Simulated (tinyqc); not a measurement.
Equation-of-state fits to an energy-volume table made by a known binding curve. From exact B0 back to stiffness eta. Computed by tinyqc, a small Python program. Command: `OMP_NUM_THREADS=1 python tinyqc.py 3012715 3012716 out.jsonl eosfit inv`. One thread of a shared host (Intel(R) Xeon(R) Processor @ 2.30GHz), about 0.03 s of CPU time with the checks.

With x = (V/V_0)^(1/3), the energy per atom is E = -D [1 + eta (x - 1)] exp(-eta (x - 1)), so that B0 = D eta^2/(9 V_0) and B' = 1 + 2 eta/3. B' = dB/dP at P = 0.

Inputs (values chosen for the exercise, for a model crystal): cohesive energy D = 5.11 eV/atom; true volume V_0 = 19.7 angstrom^3/atom; compression V/V_0 for the pressure test = 0.7.

Binding curve: universal binding. Noise: added.

Constants: 1 eV/angstrom^3 = 160.2176634 GPa.

Method. B0 and B' from the formulas above; P = -dE/dV at V = c V_0 (c the compression chosen), from the curve itself.

Task: A run gave the result below. Find the stiffness eta, known to lie between 3.3 and 6.6.

exact B0 = 129.8571 GPa

Result:

Each step takes the trial c = (a f_b - b f_a)/(f_b - f_a), f being the result less the target and a, b, c the logarithms of the listed values; c replaces end b, the old b replaces a if the sign of f changed, and otherwise f_a is halved.

Scan of the range:
```
stiffness eta  exact B0 (GPa)
3.30                   50.286
3.70                   63.216
4.16                   79.911
4.67                  100.706
5.24                  126.790
5.88                  159.653
6.60                  201.146
```

False position (Illinois rule, in the logarithm of the input) inside the bracket:
```
step    end a    end b    trial  exact B0 (GPa)
1     5.24000  5.88000  5.29666         129.547
2     5.88000  5.29666  5.30237         129.826
3     5.88000  5.30237  5.30350         129.882
4     5.30237  5.30350  5.30300         129.857
5     5.30350  5.30300  5.30300         129.857
```

Exact B0 rises at every point of a 13-point scan of the range (every second point is shown), so one value fits; it is bracketed by 5.24 and 5.88. The scan shows a pure power law with exponent 2.000, so scaling from any one row also gives the answer directly. Answer: stiffness eta = 5.303.
